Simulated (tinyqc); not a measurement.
# MOS capacitor on a p-type substrate, surface potential from the exact charge relation: several studies

Uniform p-type substrate, Boltzmann statistics, full ionisation, classical densities. psi is the surface potential against the body (positive when the bands bend down) and u = psi/Vt. Traps are spread evenly over the gap and neutral at flat band, so their charge is -q Dit psi; the minority quasi-Fermi level is shifted by Vb.

Parameters, values chosen for the exercise; band and dielectric values close to those of silicon:

| symbol | value | unit | meaning |
|---|---|---|---|
| T | 450 | K | temperature |
| Eg | 1.14 | eV | band gap |
| eps_r | 11.9 |  | relative permittivity |
| Nc | 5.13e19 | cm^-3 | conduction-band density of states at T |
| Nv | 4.87e19 | cm^-3 | valence-band density of states at T |
| chi | 3.97 | eV | electron affinity |
| N | 6e17 | cm^-3 | acceptor density of the substrate |
| eox | 3.9 |  | relative permittivity of the gate insulator (close to silicon dioxide) |
| tox | 6.9 | nm | insulator thickness |
| phiM | 4.28 | eV | gate work function |
| Nf | -5.2e10 | cm^-2 | fixed charge at the interface, in units of q |
| Dit | 2e10 | cm^-2 eV^-1 | density of interface traps |
| Vb | 0 | V | reverse bias of the inversion layer against the body |

Constants: q = 1.602176634e-19 C, kB = 1.380649e-23 J/K, Vt = kB T/q, eps0 = 8.8541878128e-14 F/cm where lengths are in cm. Results are converted to the units shown.

Each table varies one quantity; the others keep the values above.

## Capacitance-voltage curves

ni = sqrt(Nc Nv) exp(-Eg/(2 Vt)), Eg in volts; phiF = Vt ln(N/ni); Cox = eps0 eox/tox; Vfb = phiM - chi - (Eg - Vt ln(Nv/N)) - q Nf/Cox; Q0 = sqrt(2 eps0 eps_r q N Vt); r = (ni/N)^2 exp(-Vb/Vt); VT = Vfb + [(2 phiF + Vb)(1 + q Dit/Cox) + sqrt(2 eps0 eps_r q N (2 phiF + Vb))/Cox]. u = psi/Vt; F^2 = exp(-u) + u - 1 + r (exp(u) - u - 1); Qs = -sign(u) Q0 F; Cs = -dQs/dpsi = (Q0/Vt) |1 - exp(-u) + r (exp(u) - 1)|/(2 F). psi solves Vg = Vfb + psi + (q Dit psi - Qs)/Cox. Low frequency: 1/C_LF = 1/Cox + 1/(Cs + q Dit). High frequency, in the simple estimate in which traps and minority carriers do not follow: 1/C_HF = 1/Cox + 1/Cd, Cd being Cs with r = 0 at the same psi. Deep depletion: r = 0 and Dit = 0 both in the equation for psi and in Cs. Minority sheet density N_inv = (Q0/(2 q)) int_0^u r (exp(t) - 1)/F(t) dt for u > 0. N_inv under 1 cm^-2 is printed as 0. Regimes: accumulation when majority carriers gather, then depletion up to |psi| = phiF + Vb, weak inversion up to 2 phiF + Vb, strong inversion beyond.

Capacitance-voltage curves:

| Vg (V) | psi (V) | C_LF/Cox | C_HF/Cox | C_deep/Cox | N_inv (cm^-2) | regime |
|---|---|---|---|---|---|---|
| -1.55 | -0.1228 | 0.9215 | 0.9215 | 0.9215 | 0 | accumulation |
| -1.27 | -0.09774 | 0.8975 | 0.8974 | 0.8975 | 0 | accumulation |
| -0.99 | -0.06392 | 0.8573 | 0.8572 | 0.8573 | 0 | accumulation |
| -0.71 | -0.01506 | 0.7871 | 0.7868 | 0.7869 | 0 | accumulation |
| -0.43 | 0.05937 | 0.6749 | 0.6743 | 0.6741 | 1270 | depletion |
| -0.15 | 0.1679 | 0.5533 | 0.5520 | 0.5516 | 1.574e4 | depletion |
| 0.13 | 0.3060 | 0.4669 | 0.4651 | 0.4646 | 3.656e5 | depletion |
| 0.41 | 0.4637 | 0.4105 | 0.4082 | 0.4077 | 1.628e7 | weak inversion |
| 0.7 | 0.6406 | 0.3734 | 0.3669 | 0.3664 | 1.290e9 | weak inversion |
| 0.98 | 0.8056 | 0.5298 | 0.3393 | 0.3365 | 7.861e10 | strong inversion |
| 1.26 | 0.8883 | 0.8225 | 0.3279 | 0.3128 | 5.751e11 | strong inversion |
| 1.54 | 0.9250 | 0.9009 | 0.3233 | 0.2936 | 1.293e12 | strong inversion |

C_LF/Cox is lowest, 0.373, at Vg = 0.7 V (weak inversion) among the rows listed and is 0.901 in the last row, where C_HF/Cox is 0.323 and the deep-depletion value 0.294. Vfb = -0.643 V, where C_HF/Cox = 0.764 (Cox in series with eps0 eps_r/LD), and VT = 0.962 V. Over the last two rows psi moves by only 0.13 V a volt of gate bias, since the inversion charge screens the body. In strong accumulation and inversion degeneracy and confinement, left out here, lower the capacitance.

## Effect of the reverse bias of the inversion layer against the body on threshold and swing

ni = sqrt(Nc Nv) exp(-Eg/(2 Vt)), Eg in volts; phiF = Vt ln(N/ni); Cox = eps0 eox/tox; Vfb = phiM - chi - (Eg - Vt ln(Nv/N)) - q Nf/Cox; VT = Vfb + [(2 phiF + Vb)(1 + q Dit/Cox) + sqrt(2 eps0 eps_r q N (2 phiF + Vb))/Cox]. gamma = sqrt(2 eps0 eps_r q N)/Cox; Wm = sqrt(2 eps0 eps_r (2 phiF + Vb)/(q N)); m = 1 + (eps0 eps_r/Wm + q Dit)/Cox; swing m Vt ln 10; Cmin/Cox = 1/(1 + Cox Wm/(eps0 eps_r)).

In this table Dit = 0 cm^-2 eV^-1.

The same in every row: Vfb (V) = -0.6429; 2 phiF (V) = 0.7970; gamma (V^0.5) = 0.8994.

Effect of the reverse bias of the inversion layer against the body on threshold and swing:

| Vb (V) | VT (V) | Wm (nm) | m | swing (mV/decade) | Cmin/Cox |
|---|---|---|---|---|---|
| 0 | 0.9570 | 41.80 | 1.504 | 134.3 | 0.3350 |
| 0.4 | 1.538 | 51.22 | 1.411 | 126.0 | 0.2913 |
| 0.8 | 2.091 | 59.17 | 1.356 | 121.1 | 0.2624 |
| 1.2 | 2.625 | 66.16 | 1.318 | 117.7 | 0.2414 |
| 1.6 | 3.147 | 72.49 | 1.290 | 115.2 | 0.2251 |
| 2 | 3.658 | 78.30 | 1.269 | 113.3 | 0.2119 |
| 2.4 | 4.162 | 83.72 | 1.251 | 111.7 | 0.2010 |
| 2.8 | 4.660 | 88.80 | 1.237 | 110.5 | 0.1917 |

As Vb goes from 0 to 2.8, VT rises from 0.957 to 4.66 V, the swing falls from 134 to 110 mV/decade and Cmin/Cox falls from 0.335 to 0.192. Vfb does not move. The slope |dVT/dVb| between the first two rows is 1.45, close to m (VT is counted against the body; against the source it is m - 1).

## Effect of the gate work function on threshold and swing

Same model as above.

The same in every row: 2 phiF (V) = 0.79701; gamma (V^0.5) = 0.89935; Wm (nm) = 41.799; m = 1.5101; swing (mV/decade) = 134.84; Cmin/Cox = 0.33497.

Results:

| phiM (eV) | Vfb (V) | VT (V) |
|---|---|---|
| 3.97 | -0.95286 | 0.65214 |
| 4.17 | -0.75286 | 0.85214 |
| 4.37 | -0.55286 | 1.0521 |
| 4.57 | -0.35286 | 1.2521 |
| 4.77 | -0.15286 | 1.4521 |
| 5.17 | 0.24714 | 1.8521 |

Estimate the missing row, phiM = 4.97 eV.

Computed row:

| phiM (eV) | Vfb (V) | VT (V) |
|---|---|---|
| 4.97 | 0.047135 | 1.6521 |

With this row back in the table: As phiM goes from 3.97 to 5.17, VT rises from 0.652 to 1.85 V, the swing stays at 135 mV/decade and Cmin/Cox stays at 0.335. The whole change of VT is that of Vfb: the curve shifts rigidly.

Numbers from tinyqc (`OMP_NUM_THREADS=1 python tinyqc.py 2060170 2060171 out.jsonl`; about 0.01 s on one thread of a shared Intel Xeon 2.30GHz).
